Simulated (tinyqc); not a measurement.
Valence-band anticrossing with a localised impurity level: one step. The levels at one k. Two cases, with inputs chosen for the exercise.

Question. Fill in the matrix and give levels and weights.

Host valence band EM(k) = al x - c k^2/mM, c = hbar^2/2m0, coupled to a flat level EI by V = C sqrt(x): H = [[EM, V], [V, EI]], E+/- = (EM + EI)/2 +/- sqrt((EM - EI)^2/4 + V^2). The host weight of a state at E is f = 1/(1 + V^2/(E - EI)^2), and its mass at k = 0 is mM/f. The gap is Eg - E+(0), the conduction edge staying at Eg.

Constants: hbar^2/2m0 = 3.80998211 eV angstrom^2.

Case 1.

Values chosen (host near GaAs; the results hold for these values, not for the real material): Eg = 1.515 eV (gap at Gamma to the s-like level); mM = 0.55 m0 (mass of the host band); EI = -0.218 eV (impurity level, from the valence top of the host); C = 1.17 eV (coupling); al = 0.44 eV (linear shift of the host edge); x = 0.042 (impurity fraction); k = 0.067 1/angstrom (wave vector).

Case 2.

Values chosen (host near GaAs; the results hold for these values, not for the real material): Eg = 1.502 eV (gap at Gamma to the s-like level); mM = 0.43 m0 (mass of the host band); EI = -0.215 eV (impurity level, from the valence top of the host); C = 1.13 eV (coupling); al = 0.5 eV (linear shift of the host edge); x = 0.0031 (impurity fraction); k = 0.09 1/angstrom (wave vector).

Give: H; E-, E+; host weights.

Answer.

Case 1.

H (eV):
```
             host  impurity
host      -0.0126    0.2398
impurity   0.2398   -0.2180
```

E-, E+ (eV): -0.3762  0.1455

host weights: 0.3032  0.6968

Case 2.

H (eV):
```
             host  impurity
host      -0.0702    0.0629
impurity   0.0629   -0.2150
```

E-, E+ (eV): -0.2385  -0.0467

host weights: 0.1226  0.8774

Computed by tinyqc, one run a case: `OMP_NUM_THREADS=1 python tinyqc.py N N+1 out.jsonl` with N = 1051282, 1080199; one thread of a shared Intel(R) Xeon(R) Processor @ 2.30GHz, about 0.01 s a run at most.
